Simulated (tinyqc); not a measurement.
## In-plane mass from two subband densities

Problem. At zero temperature each occupied subband holds N_k = D (EF - E_k), D = md m0 q/(pi hbar^2) per eV. Two subbands are occupied. Find md, EF - E1 and EF - E2.

Constants: q = 1.602176634e-19 C, hbar = 1.054571817e-34 J s, m0 = 9.1093837015e-31 kg. Results are converted to the units shown.

N1, N2 (cm^-2): [8.6651464e11, 3.9e11]
E2 - E1 = 38.8 meV

Solution. N1 - N2 = D (E2 - E1) gives D and so md; each N_k/D is a distance to EF.

md = 0.02940 m0
EF - E1 = 70.56 meV
EF - E2 = 31.76 meV

Computed by the program tinyqc: `OMP_NUM_THREADS=1 python tinyqc.py 2140108 2140109 out.jsonl`, one thread of a shared Intel Xeon 2.30GHz, about 0.1 s for the whole run.
